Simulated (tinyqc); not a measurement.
What each parameter does: polytypes by hexagonality, and a cubic inclusion as a quantum well.

Gap: E3 + (E2 - E3) h. Valence top Ev2 h and polarisation P2 h, both counted from 3C; Ec = Ev + gap.

A cubic inclusion of width L = N d in the host (h = 1) is a well of depth V = Ec(host) - Ec(3C). Square well with mass mismatch: k tan(k L/2) = (m_w/m_b) q, k = sqrt(m_w E/c), q = sqrt(m_b (V - E)/c), c = hbar^2/2m0, lowest root. The depth of the level, V - E, is its binding, and the transition to the valence top of the host is gap(host) - (V - E). The step in polarisation gives a field |F| = |P|/(eps eps0) in a thin inclusion, eps0 = 8.8541878e-12 F/m.

Constants: hbar^2/2m0 = 3.80998211 eV angstrom^2.

Inputs chosen for the exercise (of the order of those of InP; not measured data):

| symbol | value | unit | meaning |
|---|---|---|---|
| E3 | 1.434 | eV | gap of the cubic polytype |
| E2 | 1.485 | eV | gap of 2H |
| Ev2 | 0.043 | eV | valence top of 2H above that of 3C |
| P2 | -0.002 | C/m^2 | spontaneous polarisation of 2H |
| m | (0.08, 0.081) | m0 | electron mass along c in the cubic layer and in the host |
| d | 3.385 | angstrom | thickness of a double layer |
| eps | 12.6 |  | dielectric constant |
| N | 15 |  | double layers in the cubic inclusion |

Well depth, depth of the level, transition without the field and field.

One parameter was then changed.

Results before and after:

| case | V (eV) | depth (eV) | transition (eV) | \|F\| (MV/cm) |
|---|---|---|---|---|
| base | 0.0940 | 0.0478 | 1.4372 | 0.179 |
| changed | 0.1240 | 0.0705 | 1.4145 | 0.179 |

Which of these changes was made? (a) E2 = 1.515 eV; (b) m = (0.096, 0.081) m0; (c) E3 = 1.414 eV; (d) P2 = -0.0026 C/m^2; (e) Ev2 = 0.073 eV; (f) N = 16; (g) eps = 13.6.

Answer: (e) Ev2 = 0.073 eV. Of the candidates, run in turn, only this one gives the changed row.

All candidates:

| case | V (eV) | depth (eV) | transition (eV) | \|F\| (MV/cm) |
|---|---|---|---|---|
| base | 0.0940 | 0.0478 | 1.4372 | 0.179 |
| N = 16 | 0.0940 | 0.0504 | 1.4346 | 0.179 |
| Ev2 = 0.073 eV | 0.1240 | 0.0705 | 1.4145 | 0.179 |
| E3 = 1.414 eV | 0.1140 | 0.0627 | 1.4223 | 0.179 |
| E2 = 1.515 eV | 0.1240 | 0.0705 | 1.4445 | 0.179 |
| P2 = -0.0026 C/m^2 | 0.0940 | 0.0478 | 1.4372 | 0.233 |
| eps = 13.6 | 0.0940 | 0.0478 | 1.4372 | 0.166 |
| m = (0.096, 0.081) m0 | 0.0940 | 0.0493 | 1.4357 | 0.179 |

Program tinyqc; command `OMP_NUM_THREADS=1 python tinyqc.py 1850032 1850033 out.jsonl`; about 0.08 s on one thread of a shared Intel(R) Xeon(R) Processor @ 2.30GHz.
